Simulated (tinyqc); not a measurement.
Plane-wave Kohn-Sham cycle with exchange-only LDA in a layered model solid, step by step. Computed by tinyqc, a small Python program that keeps every step. Settings: points = 16, plane-wave index or count = 2, electrons = 4, k points = 4, area = 12.0, mixing = 0.5, iteration cap = 71. Command: `OMP_NUM_THREADS=1 python tinyqc.py 25041 25042 out.jsonl` (the two numbers bound the seeds that draw the settings). One thread of a shared host (Intel(R) Xeon(R) Processor @ 2.60GHz), about 0.04 s of CPU time with the checks. Later iterations appear only in the table of the cycle.

## Iteration 1: potential

A solid whose potential varies along x alone (atomic units):
```
parameter                      value
period a                   15.300000
cross-section of the cell  12.000000
electrons per cell                 4
grid points                       16
plane waves -n..n, n               2
k points                           4
V1 in V1 cos(2 pi x/a)     -0.620000
V2 in V2 cos(4 pi x/a)     -0.120000
```

density at the start, on the grid x_j = j a/N (e/bohr^3): [0.0217865, 0.0217865, 0.0217865, 0.0217865, 0.0217865, 0.0217865, 0.0217865, 0.0217865, 0.0217865, 0.0217865, 0.0217865, 0.0217865, 0.0217865, 0.0217865, 0.0217865, 0.0217865]

V_H(G) = 4 pi rho(G)/G^2 for G != 0 (uniform background); v_x = -(3 rho/pi)^(1/3); V = V_ext + V_H + v_x; Fourier components f(G_m) = (1/N) sum_j f(x_j) exp(-i G_m x_j).

Potentials on the grid (hartree):
```
x            V_ext      V_H       v_x         V
0.00000   -0.74000  0.00000  -0.27503  -1.01503
0.95625   -0.65766  0.00000  -0.27503  -0.93269
1.91250   -0.43841  0.00000  -0.27503  -0.71344
2.86875   -0.15241  0.00000  -0.27503  -0.42744
3.82500    0.12000  0.00000  -0.27503  -0.15503
4.78125    0.32212  0.00000  -0.27503   0.04708
5.73750    0.43841  0.00000  -0.27503   0.16337
6.69375    0.48795  0.00000  -0.27503   0.21292
7.65000    0.50000  0.00000  -0.27503   0.22497
8.60625    0.48795  0.00000  -0.27503   0.21292
9.56250    0.43841  0.00000  -0.27503   0.16337
10.51875   0.32212  0.00000  -0.27503   0.04708
11.47500   0.12000  0.00000  -0.27503  -0.15503
12.43125  -0.15241  0.00000  -0.27503  -0.42744
13.38750  -0.43841  0.00000  -0.27503  -0.71344
14.34375  -0.65766  0.00000  -0.27503  -0.93269
```

V(G_m), m = 0, 1, 2, ... (hartree): [-0.27503, -0.31000, -0.06000, 0.00000, 0.00000]

## Iteration 1: Hamiltonian at one k

k = 0.12500 2 pi / a

H(m,m') = (k + G_m)^2/2 delta + V(G_m - G_m'), with V(-G) = V(G).

H (hartree), order -2, -1, +0, +1, +2:
$$\begin{pmatrix}
0.02141 & -0.31000 & -0.06000 & 0.00000 & 0.00000 \\
-0.31000 & -0.21047 & -0.31000 & -0.06000 & 0.00000 \\
-0.06000 & -0.31000 & -0.27372 & -0.31000 & -0.06000 \\
0.00000 & -0.06000 & -0.31000 & -0.16831 & -0.31000 \\
0.00000 & 0.00000 & -0.06000 & -0.31000 & 0.10574
\end{pmatrix}$$

## Iteration 1: levels at that k

Diagonalise the Hermitian matrix.

eigenvalues (hartree): [-0.79358, -0.35806, 0.01110, 0.27404, 0.34115]

## Iteration 1: new density

Motion across x is left out: the lowest 2 band(s) hold two electrons at each of the k points (j + 1/2)/nk - 1/2. Residual R = rho(out) - rho(in); rho(new) = rho(in) + 0.5 R. rho(out) = 2/(a A nk) sum |psi|^2 with psi = sum c exp(i G x). Harris energy E = band energy - dV sum rho (V_H/2 + v_x) + (3/4) dV sum rho v_x with rho(in), dV = a A/N, band energy = (2/nk) sum of the filled levels.

rho(out) (e/bohr^3): [0.0468786, 0.0494757, 0.0487803, 0.0347907, 0.0146817, 0.0025476, 0.0001850, 0.0003320, 0.0001193, 0.0003320, 0.0001850, 0.0025476, 0.0146817, 0.0347907, 0.0487803, 0.0494757]

density after iteration 1 (e/bohr^3): [0.0343326, 0.0356311, 0.0352834, 0.0282886, 0.0182341, 0.0121670, 0.0109858, 0.0110593, 0.0109529, 0.0110593, 0.0109858, 0.0121670, 0.0182341, 0.0282886, 0.0352834, 0.0356311]

energy per cell = -2.0182142 hartree

## Iteration 2: potential

As before.

Potentials on the grid (hartree):
```
x            V_ext       V_H       v_x         V
0.00000   -0.74000   1.08768  -0.32006   0.02763
0.95625   -0.65766   1.01409  -0.32404   0.03239
1.91250   -0.43841   0.78294  -0.32298   0.02155
2.86875   -0.15241   0.40359  -0.30005  -0.04887
3.82500    0.12000  -0.04734  -0.25919  -0.18653
4.78125    0.32212  -0.46166  -0.22649  -0.36604
5.73750    0.43841  -0.77038  -0.21891  -0.55088
6.69375    0.48795  -0.95602  -0.21940  -0.68746
7.65000    0.50000  -1.01811  -0.21869  -0.73681
8.60625    0.48795  -0.95602  -0.21940  -0.68746
9.56250    0.43841  -0.77038  -0.21891  -0.55088
10.51875   0.32212  -0.46166  -0.22649  -0.36604
11.47500   0.12000  -0.04734  -0.25919  -0.18653
12.43125  -0.15241   0.40359  -0.30005  -0.04887
13.38750  -0.43841   0.78294  -0.32298   0.02155
14.34375  -0.65766   1.01409  -0.32404   0.03239
```

V(G_m), m = 0, 1, 2, ... (hartree): [-0.26755, 0.19668, -0.04224, -0.00501, -0.00147]

## Iteration 2: Hamiltonian at one k

k = 0.12500 2 pi / a

As before.

H (hartree), order -2, -1, +0, +1, +2:
$$\begin{pmatrix}
0.02889 & 0.19668 & -0.04224 & -0.00501 & -0.00147 \\
0.19668 & -0.20300 & 0.19668 & -0.04224 & -0.00501 \\
-0.04224 & 0.19668 & -0.26624 & 0.19668 & -0.04224 \\
-0.00501 & -0.04224 & 0.19668 & -0.16083 & 0.19668 \\
-0.00147 & -0.00501 & -0.04224 & 0.19668 & 0.11322
\end{pmatrix}$$

## Iteration 2: levels at that k

As before.

eigenvalues (hartree): [-0.57366, -0.26229, -0.02792, 0.15215, 0.22376]

## Iteration 2: new density

As before.

rho(out) (e/bohr^3): [0.0000926, 0.0001549, 0.0004719, 0.0043737, 0.0171446, 0.0355542, 0.0472300, 0.0470631, 0.0445064, 0.0470631, 0.0472300, 0.0355542, 0.0171446, 0.0043737, 0.0004719, 0.0001549]

density after iteration 2 (e/bohr^3): [0.0172126, 0.0178930, 0.0178776, 0.0163311, 0.0176894, 0.0238606, 0.0291079, 0.0290612, 0.0277296, 0.0290612, 0.0291079, 0.0238606, 0.0176894, 0.0163311, 0.0178776, 0.0178930]

energy per cell = -2.0964185 hartree

## Convergence

Stop when sqrt(dV sum R^2) is below 1e-8, dV = a A/N.

Course of the cycle:
```
iteration  E (hartree)  norm of the residual
1           -2.0182142              2.86e-01
2           -2.0964185              4.11e-01
3           -3.3935275              3.52e-01
4           -1.3437769              3.26e-01
5           -3.1007321              3.38e-01
6           -1.4812511              3.55e-01
7           -3.2933339              3.47e-01
8           -1.3894155              3.38e-01
9           -3.1854504              3.42e-01
10          -1.4402420              3.48e-01
11          -3.2534297              3.45e-01
...                ...                   ...
61          -3.2286962              3.44e-01
62          -1.4196673              3.44e-01
63          -3.2286964              3.44e-01
64          -1.4196672              3.44e-01
65          -3.2286963              3.44e-01
66          -1.4196673              3.44e-01
67          -3.2286963              3.44e-01
68          -1.4196672              3.44e-01
69          -3.2286963              3.44e-01
70          -1.4196672              3.44e-01
71          -3.2286963              3.44e-01
```

Not converged within 71 iterations: the residual has stopped falling: the iteration swings between two states. Reruns (cap 100 unless said): mixing 0.1: not converged; mixing 0.5, Kerker q0 1.0: converged in 38 (E = -0.96818); mixing 0.3, Pulay depth 5: converged in 22 (E = -0.96818); the original settings with a cap of 400: not converged.
